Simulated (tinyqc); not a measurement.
## MOS inversion layer, Poisson-Schroedinger loop: effect of the sheet density of depletion charge

Electrons confined at an insulator interface at z = 0, treated as a hard wall; parabolic valleys, Hartree approximation, no image or exchange terms. The depletion charge lies far deeper than the electrons and gives a uniform field q Nd/(eps0 eps_r); the gate balances all charge. Energies are counted from the band edge at the interface.

Schroedinger equation -(C/mz) psi'' + (V0 + U + dE for set B) psi = E psi, C = hbar^2/(2 m0), psi(0) = 0, on a uniform mesh of 800 nodes with a far wall at 27 nm, 8 levels a set; V0 = q Nd z/(eps0 eps_r); dU/dz = q (Ns - integral of n from 0 to z)/(eps0 eps_r), U(0) = 0; N_k = g md m0 q Vt/(pi hbar^2) ln(1 + exp((EF - E_k)/Vt)), g the number of valleys of the set, sum N_k = Ns. Triangular well: E_k = a_k (C F^2/mz)^(1/3), a_1 = 2.338107, a_2 = 4.087949, C = hbar^2/(2 m0), F in eV/nm. Fang-Howard (all electrons in the lowest level of set A): b^3 = 6 (mz1/C) q (Nd + 11 Ns/32)/(eps0 eps_r), centroid 3/b, level C b^2/(4 mz1) + (3/b) q (Nd + 11 Ns/16)/(eps0 eps_r). The centroid adds 3.9 z_av/eps_r to an oxide-equivalent thickness.

Values chosen for this exercise; masses and permittivity close to those of silicon (100):

| symbol | value | unit | meaning |
|---|---|---|---|
| T | 200 | K | temperature |
| eps_r | 11.8 |  | relative permittivity |
| mz1 | 0.928 | m0 | mass along z of valley set A (2 valley(s)) |
| md1 | 0.193 | m0 | in-plane density-of-states mass of set A |
| mz2 | 0.192 | m0 | mass along z of valley set B (4 valley(s)) |
| md2 | 0.409 | m0 | in-plane density-of-states mass of set B |
| Ns | 7.1e12 | cm^-2 | sheet density of electrons |
| dE | 0 | eV | extra shift of set B (strain) |

Constants: q = 1.602176634e-19 C, kB = 1.380649e-23 J/K, hbar = 1.054571817e-34 J s, m0 = 9.1093837015e-31 kg, Vt = kB T/q, eps0 = 8.8541878128e-14 F/cm where lengths are in cm, hbar^2/(2 m0) = 0.0380998212 eV nm^2. Results are converted to the units shown.

Result of one run:

| Nd (cm^-2) | A1 (meV) | B1 (meV) | EF (meV) | share of A1 (%) | share of set A (%) | centroid z_av (nm) | added oxide equivalent (nm) | Fang-Howard centroid (nm) |
|---|---|---|---|---|---|---|---|---|
| 5e12 | 238 | 358 | 280 | 97.9 | 98.2 | 1.12 | 0.370 | 1.17 |

What becomes of these results when the sheet density of depletion charge Nd is changed from 5e12 to 2.9e12 cm^-2, all else the same?

Result of the changed run:

| Nd (cm^-2) | A1 (meV) | B1 (meV) | EF (meV) | share of A1 (%) | share of set A (%) | centroid z_av (nm) | added oxide equivalent (nm) | Fang-Howard centroid (nm) |
|---|---|---|---|---|---|---|---|---|
| 2.9e12 | 206 | 300 | 245 | 91.9 | 93.2 | 1.31 | 0.432 | 1.31 |

The whole series:

| Nd (cm^-2) | A1 (meV) | B1 (meV) | EF (meV) | share of A1 (%) | share of set A (%) | centroid z_av (nm) | added oxide equivalent (nm) | Fang-Howard centroid (nm) |
|---|---|---|---|---|---|---|---|---|
| 1e11 | 164 | 225 | 191 | 68.9 | 75.7 | 2.35 | 0.776 | 1.68 |
| 1.7e11 | 165 | 227 | 193 | 69.6 | 76.2 | 2.25 | 0.742 | 1.66 |
| 3.1e11 | 167 | 230 | 196 | 71.2 | 77.3 | 2.09 | 0.690 | 1.64 |
| 5.3e11 | 171 | 235 | 200 | 73.5 | 78.9 | 1.92 | 0.636 | 1.59 |
| 9.4e11 | 177 | 246 | 208 | 77.6 | 82.0 | 1.73 | 0.573 | 1.53 |
| 1.6e12 | 187 | 264 | 221 | 83.5 | 86.5 | 1.54 | 0.509 | 1.44 |
| 2.9e12 | 206 | 300 | 245 | 91.9 | 93.2 | 1.31 | 0.432 | 1.31 |
| 5e12 | 238 | 358 | 280 | 97.9 | 98.2 | 1.12 | 0.370 | 1.17 |

As Nd goes from 1e11 to 5e12, A1 rises from 164 to 238 meV, the share of A1 rises from 68.9 to 97.9 % and the centroid falls from 2.35 to 1.12 nm. A1 goes as Nd^(0.26) between the last two rows (a triangular well in the field of that charge alone gives 2/3). The Fang-Howard centroid is 28 % below the full one in the first row, where A1 holds 68.9 %, and 5.0 % above it in the last, where A1 holds 97.9 %.

Numbers from tinyqc (`OMP_NUM_THREADS=1 python tinyqc.py 2160034 2160035 out.jsonl`; about 1 s on one thread of a shared Intel Xeon 2.30GHz).
